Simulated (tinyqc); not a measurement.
# p-i-n power rectifier, conductivity modulation at high injection: two studies

A drift layer from x = -d to d (2 d = W) between ideal p+ and n+ emitters (no recombination in them). High injection, n = p, ambipolar diffusion with one lifetime; both mobilities scale as (T/300 K)^(-bt).

Values chosen for this exercise; bulk values close to those of silicon:
- T = 300 K (temperature)
- eps_r = 11.5 (relative permittivity)
- Kc = 4170 V/cm per (cm^-3)^(1/8) (critical-field constant)
- BV = 2400 V (rated breakdown voltage of the drift layer)
- mud = 1240 cm^2/(V s) (drift mobility at 300 K)
- bt = 2.5 (temperature exponent of the drift mobility)
- mup = 425 cm^2/(V s) (hole mobility at 300 K)
- Eg = 1.13 eV (band gap)
- Nc = 2.8e19 cm^-3 (conduction-band density of states at T)
- Nv = 2.65e19 cm^-3 (valence-band density of states at T)
- J = 100 A/cm^2 (forward current density)
- a = 1600 A/(cm^2 us) (ramp rate of the current at turn-off)
- tau = 1.4e-6 s (high-level lifetime)

Constants: q = 1.602176634e-19 C, kB = 1.380649e-23 J/K, Vt = kB T/q, eps0 = 8.8541878128e-14 F/cm where lengths are in cm. Results are converted to the units shown.

Each table varies one quantity; the others keep the values above.

## Forward voltage and stored charge against the high-level lifetime

Triangular field at breakdown with Ec = Kc N^(1/8): BV = eps0 eps_r Ec^2/(2 q N), so N = (eps0 eps_r Kc^2/(2 q BV))^(4/3); W = 2 BV/Ec; mu = mud (T/300 K)^(-bt); rho = 1/(q mu N); ideal resistance rho W. Da = 2 mun mup Vt/(mun + mup), La = sqrt(Da tau), B = (mun - mup)/(mun + mup) with mun = mud (T/300 K)^(-bt), mup likewise; n(x) = (tau J/(2 q La)) [cosh(x/La)/sinh(d/La) - B sinh(x/La)/cosh(d/La)]. Ohmic drop: integral of J/(q (mun + mup) n); diffusion (Dember) drop Vt B ln(n(-d)/n(d)); both junctions together Vt ln(n(-d) n(d)/ni^2), ni = sqrt(Nc Nv) exp(-Eg/(2 Vt)), Eg in volts; V_F = the sum; stored charge q times the integral of n. Integrals on a fine grid. Peak reverse current if all stored charge left in a linear ramp without recombination (an upper bound): sqrt(2 a Q). Rows where n falls below the doping are left out.

The same in every row: J rho W (V) = 165.9.

Results:
```
tau (s),d/La,"drift drop, ohmic and diffusion (V)",junction drops (V),V_F (V),Q (uC/cm^2),sqrt(2 a Q) (A/cm^2),lowest n over N
2.4e-7,5.445,8.161,0.7827,8.944,24.00,277.1,4.346
5.1e-7,3.735,1.444,0.8023,2.246,51.00,404.0,35.05
1.1e-6,2.543,0.4084,0.8231,1.231,110.0,593.3,171.1
4.6e-6,1.244,0.07563,0.8713,0.9470,460.0,1213,1446
9.6e-6,0.8609,0.03619,0.9023,0.9385,960.0,1753,3532
2e-5,0.5964,0.01768,0.9360,0.9537,2000,2530,8038
4.2e-5,0.4116,0.008563,0.9719,0.9804,4200,3666,1.770e4
```

Estimate the missing row, tau = 2.2e-6 s.

Computed row:
```
tau (s),d/La,"drift drop, ohmic and diffusion (V)",junction drops (V),V_F (V),Q (uC/cm^2),sqrt(2 a Q) (A/cm^2),lowest n over N
2.2e-6,1.798,0.1688,0.8444,1.013,220.0,839.0,527.1
```

With this row back in the table: V_F goes from 8.94 through a minimum of 0.939 (at tau = 9.6e-6 among the rows listed) to 0.980 V; the drift drop falls from 8.16 to 0.00856 V and the junction drops rise from 0.783 to 0.972 V. The minimum falls at d/La = 0.86: a short lifetime starves the middle of the layer, a long one raises the edge densities and with them the junction drops. Where n exceeds a few 1e17 cm^-3, emitter and Auger recombination, left out here, lower n and change V_F.

## Forward voltage and stored charge against the forward current density

Same model as above.

The same in every row: d/La = 2.254; drift drop, ohmic and diffusion (V) = 0.2943.

Forward voltage and stored charge against the forward current density:
```
J (A/cm^2),junction drops (V),V_F (V),Q (uC/cm^2),sqrt(2 a Q) (A/cm^2),lowest n over N,J rho W (V)
2,0.6278,0.9221,2.800,94.66,5.193,3.317
5,0.6752,0.9695,7.000,149.7,12.98,8.293
10,0.7110,1.005,14.00,211.7,25.96,16.59
30,0.7678,1.062,42.00,366.6,77.89,49.76
60,0.8037,1.098,84.00,518.5,155.8,99.51
100,0.8301,1.124,140.0,669.3,259.6,165.9
300,0.8869,1.181,420.0,1159,778.9,497.6
800,0.9376,1.232,1120,1893,2077,1327
```

V_F rises from 0.922 to 1.23 V; the drift drop stays at 0.294 V and the junction drops rise from 0.628 to 0.938 V. The drift drop does not depend on J, since n grows in proportion to it.

tinyqc, about 0.01 s, one thread, Intel Xeon 2.30GHz (shared host): `OMP_NUM_THREADS=1 python tinyqc.py 2230009 2230010 out.jsonl`
